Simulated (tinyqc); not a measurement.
## Biaxially strained (001) channel, valley splitting in an inversion layer: effect of the temperature

A thin layer grown on a relaxed buffer is stretched in the plane. The two valleys with their long axis along the growth direction (D2) sink against the four in-plane ones (D4); confinement in a triangular well splits them too. Only the lowest subband of each set is kept; one relaxation time, so the weakening of intervalley scattering is left out.

e_par = b1 x, e_perp = -2 (c12/c11) e_par, splitting D = Xu (e_par - e_perp), in-plane stress (c11 + c12 - 2 c12^2/c11) e_par. Levels E(m) = 2.33811 (hbar^2 q^2 F^2/(2 m))^(1/3): E2 = E(ml), E4 = E(mt) + D; N2 = 2 mt kB T/(pi hbar^2), N4 = 4 sqrt(mt ml) kB T/(pi hbar^2). EF solves Ns = N2 ln(1 + exp((EF - E2)/Vt)) + N4 ln(1 + exp((EF - E4)/Vt)); f2 is the share in D2, and 1/mc = f2/mt + (1 - f2)(1/mt + 1/ml)/2. The gain is mc(x = 0)/mc.

Inputs (values chosen for the exercise); values close to those of silicon on relaxed silicon-germanium:

| symbol | value | unit | meaning |
|---|---|---|---|
| x | 0.3 |  | germanium share of the relaxed buffer |
| b1 | 0.0418 |  | lattice mismatch per unit x |
| c11 | 168 | GPa | elastic constant |
| c12 | 62.6 | GPa | elastic constant |
| Xu | 8.79 | eV | shear deformation potential |
| ml | 0.931 | m0 | longitudinal mass |
| mt | 0.185 | m0 | transverse mass |
| F | 0.52 | MV/cm | confining field |
| Ns | 1.2e13 | cm^-2 | inversion density |

Constants: q = 1.602176634e-19 C, kB = 1.380649e-23 J/K, hbar = 1.054571817e-34 J s, m0 = 9.1093837015e-31 kg, Vt = kB T/q, hbar^2/(2 m0) = 0.0380998212 eV nm^2. Results are converted to the units shown.

The same in every row: D (meV) = 192.37.

Results:

| T (K) | f2 without strain | f2 | mc (m0) | gain |
|---|---|---|---|---|
| 150 | 0.81832 | 1.0000 | 0.18500 | 1.0785 |
| 195 | 0.76154 | 0.99999 | 0.18500 | 1.1056 |
| 240 | 0.70847 | 0.99991 | 0.18501 | 1.1322 |
| 285 | 0.66017 | 0.99951 | 0.18504 | 1.1574 |
| 375 | 0.57886 | 0.99596 | 0.18530 | 1.2010 |
| 420 | 0.54531 | 0.99171 | 0.18562 | 1.2187 |
| 465 | 0.51586 | 0.98523 | 0.18610 | 1.2333 |

Estimate the missing row, T = 330 K.

Computed row:

| T (K) | f2 without strain | f2 | mc (m0) | gain |
|---|---|---|---|---|
| 330 | 0.61702 | 0.99838 | 0.18512 | 1.1805 |

With this row back in the table: As T goes from 150 to 465 K, f2 falls from 1.00 to 0.985 (without strain: it falls from 0.818 to 0.516) and the gain rises from 1.08 to 1.23. In every row the second D2 subband, left out here, lies within 2 Vt of EF or below it.

Computed by the program tinyqc: `OMP_NUM_THREADS=1 python tinyqc.py 2530099 2530100 out.jsonl`, one thread of a shared Intel Xeon 2.30GHz, about 0.01 s for the whole run.
